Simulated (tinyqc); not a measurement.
# Scale length and barrier from the threshold roll-off

Question. For L well above Lambda the threshold falls by 2 m sqrt(A (A + Vds)) exp(-pi L/(2 Lambda)), A being the height of the source potential over the barrier top; the two values follow this form. Find Lambda and A.

Parameters, values chosen for the exercise:
```
symbol  value  unit                   meaning
m           1        long-channel body factor
Vds       0.6     V             drain voltage
```

threshold lowering at L = 21 and 33 nm (mV): [58.053121, 9.5159269]

Solution. The ratio of the two values gives Lambda; the prefactor gives A (A + Vds), a quadratic with one positive root.

Lambda = 10.4 nm
A = 0.450 V

Computed by the program tinyqc: `OMP_NUM_THREADS=1 python tinyqc.py 2420051 2420052 out.jsonl`, one thread of a shared Intel Xeon 2.30GHz, about 0.01 s for the whole run.
